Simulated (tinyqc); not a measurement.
Hole subbands of a hard-walled well, four-band Luttinger model: one step. Mass of HH1 in the plane. Four cases, with inputs chosen for the exercise.

Problem. Second order in k: 1/m = g1 + g2 - sum_n 12 c g3^2 D_1n^2/(LHn - HH1) over even n up to 60, with D_1n = 4n/(L (n^2 - 1)) in size, LHn - HH1 = c [(g1 + 2 g2) n^2 - (g1 - 2 g2)](pi/L)^2 + 2 Zs, c = hbar^2/2m0.

Constants: hbar^2/2m0 = 3.80998211 eV angstrom^2.

Case 1.

Values chosen (near those of InAs; the results hold for these values, not for the real material): g1 = 20 (Luttinger gamma1); g2 = 8.5 (gamma2); g3 = 9.2 (gamma3); L = 165 angstrom (well width along [001]).

shear strain energy Zs = -0.0285559 eV

Case 2.

Values chosen (near those of GaAs; the results hold for these values, not for the real material): g1 = 7 (Luttinger gamma1); g2 = 2.07 (gamma2); g3 = 2.95 (gamma3); L = 150 angstrom (well width along [001]).

shear strain energy Zs = 0.0565718 eV

Case 3.

Values chosen (near those of GaAs; the results hold for these values, not for the real material): g1 = 6.99 (Luttinger gamma1); g2 = 2.06 (gamma2); g3 = 2.94 (gamma3); L = 60 angstrom (well width along [001]); Zs = 0 eV (shear strain energy).

Case 4.

Values chosen (near those of AlAs; the results hold for these values, not for the real material): g1 = 3.78 (Luttinger gamma1); g2 = 0.83 (gamma2); g3 = 1.42 (gamma3); L = 75 angstrom (well width along [001]).

shear strain energy Zs = -0.0442078 eV

Give: LHn - HH1 for n = 2, 4, 6; terms for n = 2, 4, 6; sum of all terms; mass without mixing, 1/(g1 + g2); 1/m with mixing.

Solution.

Case 1.

LHn - HH1 for n = 2, 4, 6 (meV): 143.2  756.4  1778.5
terms for n = 2, 4, 6: 7.0603  0.2138  0.0376
sum of all terms = 7.3332
mass without mixing, 1/(g1 + g2) = 0.0351 m0
1/m with mixing = 21.1668 1/m0

Mixing with the light holes takes m from 0.035 to 0.047 m0.

Case 2.

LHn - HH1 for n = 2, 4, 6 (meV): 182.8  406.2  778.6
terms for n = 2, 4, 6: 0.6878  0.0495  0.0107
sum of all terms = 0.7548
mass without mixing, 1/(g1 + g2) = 0.1103 m0
1/m with mixing = 8.3152 1/m0

Mixing with the light holes takes m from 0.110 to 0.120 m0.

Case 3.

LHn - HH1 for n = 2, 4, 6 (meV): 434.2  1826.8  4147.7
terms for n = 2, 4, 6: 1.7978  0.0684  0.0124
sum of all terms = 1.8858
mass without mixing, 1/(g1 + g2) = 0.1105 m0
1/m with mixing = 7.1642 1/m0

Mixing with the light holes takes m from 0.110 to 0.140 m0.

Case 4.

LHn - HH1 for n = 2, 4, 6 (meV): 42.9  479.3  1206.6
terms for n = 2, 4, 6: 2.7181  0.0389  0.0064
sum of all terms = 2.7670
mass without mixing, 1/(g1 + g2) = 0.2169 m0
1/m with mixing = 1.8430 1/m0

Mixing with the light holes takes m from 0.217 to 0.543 m0.

Computed by tinyqc, one run a case: `OMP_NUM_THREADS=1 python tinyqc.py N N+1 out.jsonl` with N = 1280449, 1280527, 1280742, 1281007; one thread of a shared Intel(R) Xeon(R) Processor @ 2.30GHz, about 0.1 s a run at most.
